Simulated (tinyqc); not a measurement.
Worked calculation: MP2 on RHF in the 3-21g basis, for H-, spin multiplicity 1. The basis has no diffuse functions, so it cannot describe the extra electron: this is an exercise in the method, not the real anion. One step of it, computed by the program tinyqc.

Question. Second-order Moller-Plesset energy. E2 = sum_ijab (ia|jb) [2 (ia|jb) - (ib|ja)] / (e_i + e_j - e_a - e_b) over occupied i, j and virtual a, b; the opposite-spin part is (ia|jb)^2 / denominator, the rest is same-spin, and SCS-MP2 scales them by 6/5 and 1/3.

orbital energies (hartree): MO1 0.077370, MO2 1.670865

Two-electron integrals over orbitals (pq|rs), unique and non-zero (hartree):
```
p,q,r,s,(pq|rs)
1,1,1,1,0.555159
2,1,1,1,0.139972
2,1,2,1,0.137755
2,2,1,1,0.620272
2,2,2,1,0.250869
2,2,2,2,0.823223
```

Hartree-Fock energy = -0.40042020 hartree

Give: Terms; Pair energies; MP2 correlation energy; SCS-MP2 correlation energy; MP2 total energy.

Answer.

Terms:
```
i,j,a,b,(ia|jb),(ib|ja),denominator,term
1,1,2,2,0.1378,0.1378,-3.1870,-0.0060
```

Pair energies (hartree; pair i-j sums ij and ji):
```
pair,opposite spin,same spin
1-1,-0.0060,0.0000
```

MP2 correlation energy = -0.005954 hartree

SCS-MP2 correlation energy = -0.007145 hartree

MP2 total energy = -0.406375 hartree
